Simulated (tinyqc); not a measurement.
Charge-trap memory cell: one step of the calculation.

Channel, tunnel oxide, storage layer, blocking layer, gate. N electrons per area sit in a sheet at the centroid and shift the threshold by U = (q/eps0) N (tb/eb + xc tn/en). EOT = t1 + 3.9 (tn/en + tb/eb); tunnel field F = (Vg - U)/EOT; dN/dt = eta (J/q)(1 - N/Nm). Fowler-Nordheim: J = A F^2 exp(-B/F), A = q^2/(16 pi^2 hbar mo phi) (times 1e14 for A/cm^2 with F in V/nm, emitter mass m0), B = (4/3) sqrt(mo/C) phi^1.5, C = hbar^2/(2 m0).

Task. Constants of the stack. EOT, the shift for 1e12 electrons per cm^2, the shift with all traps full, and the starting field, current and rate.

Inputs (values chosen for the exercise); oxide values close to those of silicon dioxide, storage layer close to silicon nitride, blocking layer close to aluminium oxide: tunnel barrier phi = 3.19 eV; tunnelling mass mo = 0.4 m0; tunnel oxide (permittivity 3.9) t1 = 4.2 nm; storage layer tn = 4.8 nm; its relative permittivity en = 7.3; blocking layer tb = 12.6 nm; its relative permittivity eb = 9; charge centroid, share of tn counted from the blocking side xc = 0.39; capture efficiency of an empty layer eta = 0.48; trap density Nm = 2.7e13 cm^-2; gate voltage less flat band and surface potential Vg = 13.7 V.

Constants: q = 1.602176634e-19 C, hbar = 1.054571817e-34 J s, m0 = 9.1093837015e-31 kg, eps0 = 8.8541878128e-14 F/cm where lengths are in cm, hbar^2/(2 m0) = 0.0380998212 eV nm^2. Results are converted to the units shown.

Give: EOT; shift for 1e12 cm^-2; shift with all traps full; F(0); J(0); dN/dt at the start.

Result.

EOT = 12.224 nm
shift for 1e12 cm^-2 = 0.29973 V
shift with all traps full = 8.0928 V
F(0) = 1.1207 V/nm
J(0) = 0.043901 A/cm^2
dN/dt at the start = 1.3152e17 cm^-2 s^-1

Range of the model: The Fowler-Nordheim form needs F t1 above phi; trap-assisted paths and leakage through the blocking layer are left out.

Numbers from tinyqc (`OMP_NUM_THREADS=1 python tinyqc.py 2130134 2130135 out.jsonl`; about 0.1 s on one thread of a shared Intel Xeon 2.30GHz).
